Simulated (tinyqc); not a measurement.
# Space-charge-limited current with shallow traps: what changes with what

One carrier type, drift only, an injecting contact at x = 0 (zero field) and thickness L. The share th = y/(1 + y), y = (Nc/Nt) exp(-Et/kB T), of the injected charge is free: J = q mu n F, eps0 eps_r dF/dx = q (n - n0)/th.

Values chosen for this exercise: temperature T = 250 K; relative permittivity eps_r = 23; mobility mu = 17 cm^2/(V s); thickness L = 960 nm; band density of states Nc = 4.4e20 cm^-3; trap density Nt = 7.4e16 cm^-3; trap depth Et = 0.34 eV; free carrier density in equilibrium n0 = 3.6e11 cm^-3; voltage V = 3.5 V.

Constants: q = 1.602176634e-19 C, kB = 1.380649e-23 J/K, Vt = kB T/q, eps0 = 8.8541878128e-14 F/cm where lengths are in cm. Results are converted to the units shown.

Each table varies one quantity; the others keep the values above.

## Effect of the thickness

Ohmic J = q n0 mu V/L; Mott-Gurney J = (9/8) th eps0 eps_r mu V^2/L^3; they cross at Vx = 8 q n0 L^2/(9 th eps0 eps_r); traps fill at V_TFL = q Nt L^2/(2 eps0 eps_r). Exact: with u = n0/n(L), w = -u - ln(1 - u) and v = -u - u^2/2 - ln(1 - u), V = (q n0 L^2/(th eps0 eps_r)) v/w^2 and J = q^2 n0^2 mu L/(th eps0 eps_r w).

Effect of the thickness:
```
L (nm),J (A/cm^2),ohmic (A/cm^2),Mott-Gurney (A/cm^2),d ln J/d ln V
310,13.40,0.1107,13.31,1.994
490,3.424,0.07004,3.371,1.985
780,0.8689,0.04400,0.8358,1.962
1200,0.2512,0.02860,0.2295,1.913
2000,0.06281,0.01716,0.04958,1.784
3200,0.02068,0.01072,0.01210,1.563
```

What does the comparison show?

J falls from 13.4 to 0.0207 A/cm^2, as L^(-2.98) between the first two rows and L^(-2.36) between the last two (space charge -3, ohmic -1). The thickness law marks a bulk-limited current; an electrode-limited one depends on V/L alone. For L = 310, 490 V exceeds half of V_TFL, which goes as L^2, so trap filling, left out here, would raise the current.

## From ohmic to space-charge-limited current

Same model as above.

From ohmic to space-charge-limited current:
```
V (V),J (A/cm^2),ohmic (A/cm^2),Mott-Gurney (A/cm^2),d ln J/d ln V
0.031,3.340e-4,3.166e-4,3.517e-5,1.058
0.067,7.774e-4,6.843e-4,1.643e-4,1.148
0.14,0.001924,0.001430,7.173e-4,1.324
0.31,0.006051,0.003166,0.003517,1.559
0.65,0.02061,0.006639,0.01546,1.742
1.4,0.08263,0.01430,0.07173,1.866
3,0.3525,0.03064,0.3294,1.934
6.4,1.548,0.06537,1.499,1.968
14,7.280,0.1430,7.173,1.985
```

Read the table: what changes, and by how much?

The local exponent rises from 1.06 to 1.99, passing from ohmic towards the square law around Vx = 0.279 V. In the last row J is 1.5 % above the Mott-Gurney value. For V = 14 the voltage exceeds half of V_TFL = 26.8 V, near which the traps fill and the current rises steeply beyond this model. For V = 0.031, 0.067, 0.14, 0.31, 0.65, 1.4 the voltage is under 100 kB T/q, where diffusion would add more than a third of the Mott-Gurney current.

Range of the model: Diffusion and a field-dependent mobility are left out. With injecting contacts the diffusion current, about 4 pi^2 Vt th eps0 eps_r mu V/L^3, equals the Mott-Gurney current at V = 35 kB T/q (0.9 V at 300 K), so the drift-only result needs V well above that.

Numbers from tinyqc (`OMP_NUM_THREADS=1 python tinyqc.py 2370004 2370005 out.jsonl`; about 0.01 s on one thread of a shared Intel Xeon 2.30GHz).
